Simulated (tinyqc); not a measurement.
Longitudinal sound in a periodic multilayer: transfer matrices, stop bands and folded phonons: one step, computed by the program tinyqc.

Layers 1 and 2 repeat with period d = d_1 + d_2; waves travel normal to the layers, without loss. State vector (u, s): displacement u and stress divided by omega. Impedances Z = rho v are in 1e6 kg/(m^2 s).

Task: Transmission through N periods. A layer maps (u, s) by [[cos p, sin p/Z], [-Z sin p, cos p]], p = 2 pi f d_i/v_i; one period is M = M_2 M_1, and cos(q d) = trace(M)/2. For N periods A = M^N. A wave comes from a thick layer of material 1 and leaves into the substrate (Z_s): transmitted power T = 4 Z_1 Z_s/|Z_1 A_22 + Z_s A_11 - i (Z_1 Z_s A_12 - A_21)|^2, reflected power R = 1 - T.

Inputs (values chosen for the exercise, modelled on silica (layer 1), titanium nitride (layer 2) and gallium arsenide (substrate)): velocity v_1 = 6020 m/s; thickness d_1 = 18.6 nm; velocity v_2 = 10200 m/s; thickness d_2 = 32.1 nm; periods N = 2; frequency f = 68.3 GHz.

M:
$$\begin{pmatrix}
-0.1787098 & 0.02028402 \\
-15.68197 & -3.815720
\end{pmatrix}$$

Z_2 = 54.366

Z_1 = 13.3042

Z of the substrate = 24.698

Give: A = M^N; transmitted power T; T in decibel.

Result:

A = M^N:
$$\begin{pmatrix}
-0.2862 & -0.08102 \\
62.64 & 14.24
\end{pmatrix}$$

transmitted power T = 0.03187

T in decibel = -14.97 dB
